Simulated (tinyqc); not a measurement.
Susceptibility against the Curie-Weiss form: Heisenberg spin cluster by exact diagonalisation: multiplets, susceptibility, level crossings. Computed by tinyqc, a small Python program. Command: `OMP_NUM_THREADS=1 python tinyqc.py 3024203 3024204 out.jsonl spincl walk`. One thread of a shared host (Intel(R) Xeon(R) Processor @ 2.30GHz), about 0.02 s of CPU time with the checks.

H = J1 sum S_i.S_j over the bonds 1-2, 3-4 + J2 sum over 2-3 - g mu_B B S_z; J > 0 is antiferromagnetic.

Inputs (values chosen for the exercise, for a model cluster): exchange J1 = 10.8 meV; exchange J2 = 4.9 meV; g factor = 2.05.

Cluster: chain of four, J1 outer bonds and J2 in the middle. Spin s of each site: 1.

Constants: k_B = 8.617333262e-05 eV/K.

Method:
- Every multiplet has one member in the block S_z = 0; diagonalise it and read the total spin from <S^2> = S (S + 1).
- Z = sum k (2S + 1) exp(-E/(k_B T)) over the table, k the number of multiplets; <S^2> likewise with the factor S (S + 1); chi T = N_A g^2 mu_B^2 <S^2>/(3 k_B) = 0.125049 g^2 <S^2> cm^3 K/mol (cgs, per mole of clusters); C = (<E^2> - <E>^2)/(k_B T)^2; entropy = ln Z + <E>/(k_B T).
- High-temperature form: chi T = C0/(1 - theta/T), C0 = 0.125049 g^2 n s (s + 1), k_B theta = -(2/3) s (s + 1) (sum of J over bonds)/n, n = 4; a dash where T <= 1.05 theta.

Levels at B = 0:
```
E (meV)   total S  number of multiplets
-44.7587        0                     1
-37.0886        1                     1
-29.6391        1                     1
-22.8738        2                     1
-22.7546        0                     1
-22.3333        1                     1
-12.6918        2                     1
-10.8404        2                     1
-3.8563         1                     1
-2.7609         1                     1
-1.0718         2                     1
-1.0596         3                     1
1.8918          2                     1
4.9000          3                     1
14.5132         0                     1
16.1782         1                     1
19.0860         2                     1
22.6596         3                     1
26.5000         4                     1
```

gap to the next level = 7.67003 meV

theta = -102.51 K

Against temperature:
```
T (K)  chi T (cm^3 K/mol)  Curie-Weiss  chi (cm^3/mol)  C (k_B)
13             3.3454e-03       0.4732        0.000257   0.1493
25             8.5622e-02       0.8243        0.003425   1.0568
44             3.6420e-01       1.2626        0.008277   1.7598
75             8.5087e-01       1.7763        0.011345   2.0122
130            1.6175e+00       2.3506        0.012443   1.6357
200            2.2947e+00       2.7795        0.011474   0.9923
310            2.8892e+00       3.1594        0.009320   0.4802
500            3.3625e+00       3.4889        0.006725   0.1932
1000           3.7763e+00       3.8133        0.003776   0.0481
2000           3.9892e+00       3.9992        0.001995   0.0118
```

The Curie-Weiss form is within 3 % in the last 2 rows. chi passes a maximum, at 130 K among these rows, the mark of a singlet ground state; among these rows C is largest at 75 K, and the gap is 89 K.

Extremes, crossings and ranges named in words are read from the listed rows.
